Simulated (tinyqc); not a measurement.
# On-chip interconnect, size-dependent resistivity and RC delay: two studies

A rectangular line between two neighbours and two ground planes. Surface and grain-boundary scattering are added to the bulk resistivity as corrections; capacitances are parallel-plate values without fringing; inductance is ignored.

Values chosen for this exercise; metal values close to those of tungsten:
```
symbol,value,unit,meaning
rho0,5.18,uohm cm,bulk resistivity
lam,15.6,nm,bulk mean free path
ps,0.5,,specular share of surface scattering
Rg,0.46,,reflection coefficient of grain boundaries
gr,1.5,,grain size over the metal width
wd,72,nm,drawn line width
AR,1.8,,"aspect ratio, height over width"
tl,1.1,nm,"liner on both walls and the bottom, not conducting"
sp,86,nm,space to the neighbouring lines
hd,77,nm,dielectric height to the planes above and below
ek,2.5,,relative permittivity of the dielectric
Mf,2,,Miller factor of the neighbours
Lw,120,um,line length
Cl,0.29,fF,load capacitance
rho2,5.28,uohm cm,bulk resistivity of the second metal (close to molybdenum)
lam2,11.4,nm,mean free path of the second metal
tl2,0.5,nm,liner of the second metal
```

Constants: eps0 = 8.8541878128e-12 F/m. Results are converted to the units shown.

Each table varies one quantity; the others keep the values above.

## Delay against the driver resistance

Metal width x = wd - 2 tl, height y = AR wd - tl; grain boundaries (Mayadas-Shatzkes): al = (lam/(gr x)) Rg/(1 - Rg), g = 1/[1 - 3 al/2 + 3 al^2 - 3 al^3 ln(1 + 1/al)] - 1; surfaces (Fuchs-Sondheimer, thick limit): s = (3/8) lam (1 - ps)(1/x + 1/y); rho = rho0 (1 + g + s); r = rho/(x y); c = eps0 ek (2 wd/hd + 2 Mf AR wd/sp). Elmore delay tE = Rd (c Lw + Cl) + r Lw (c Lw/2 + Cl); t50 is the time at which the far end of a ladder of 30 pi sections (half capacitances at both ends, Cl at the far end, a step applied through Rd) reaches half the step; line share r Lw/(Rd + r Lw); estimate 0.69 Rd (c Lw + Cl) + 0.38 r c Lw^2 + 0.69 r Lw Cl.

The same in every row: rho (uohm cm) = 6.468; r (ohm/um) = 7.212; c (fF/um) = 0.1748.

Delay against the driver resistance:
```
Rd (ohm),tE (ps),t50 (ps),estimate (ps),line share of the resistance (%)
50,10.39,7.864,7.806,94.54
100,11.46,8.650,8.540,89.64
400,17.84,13.22,12.94,68.39
1000,30.60,22.13,21.75,46.39
3000,73.14,51.64,51.10,22.39
7000,158.2,110.6,109.8,11.00
20000,434.7,302.3,300.6,4.148
50000,1073,744.6,740.9,1.701
```

As Rd goes from 50 to 50000, r stays at 7.21 ohm/um, c stays at 0.175 fF/um and t50 rises from 7.86 to 745 ps. t50/tE lies between 0.694 and 0.757, and the estimate is within 2.1 % of t50.

## Two metals against line width

Metal width x = wd - 2 tl, height y = AR wd - tl; grain boundaries (Mayadas-Shatzkes): al = (lam/(gr x)) Rg/(1 - Rg), g = 1/[1 - 3 al/2 + 3 al^2 - 3 al^3 ln(1 + 1/al)] - 1; surfaces (Fuchs-Sondheimer, thick limit): s = (3/8) lam (1 - ps)(1/x + 1/y); rho = rho0 (1 + g + s); r = rho/(x y). The second metal has rho2, lam2 and tl2 in place of rho0, lam and tl; ps, Rg, gr and AR are shared.

Two metals against line width:
```
wd (nm),"rho, first (uohm cm)","rho, second (uohm cm)","r, first (ohm/um)","r, second (ohm/um)",ratio second/first
5,34.66,21.09,1.567e4,6203,0.3959
6.5,24.64,16.87,5406,2739,0.5067
8,19.74,14.44,2559,1484,0.5801
10,16.10,12.45,1222,790.6,0.6472
13,13.14,10.70,545.7,389.3,0.7133
17,11.04,9.371,252.9,194.6,0.7693
22,9.596,8.416,125.9,102.5,0.8143
30,8.352,7.567,56.79,48.77,0.8588
45,7.261,6.800,21.23,19.20,0.9041
70,6.506,6.256,7.683,7.225,0.9404
120,5.950,5.850,2.350,2.281,0.9706
```

The resistivity of the first metal falls from 34.7 to 5.95 uohm cm and that of the second goes from 21.1 to 5.85 uohm cm as the line widens. The products rho0 lam, which set the size effect, are 80.8 and 60.2 uohm cm nm. The second metal has the lower resistance in every row. For widths well under the mean free path the thick-limit surface term is only a guide.

Computed by the program tinyqc: `OMP_NUM_THREADS=1 python tinyqc.py 2100089 2100090 out.jsonl`, one thread of a shared Intel Xeon 2.30GHz, about 0.01 s for the whole run.
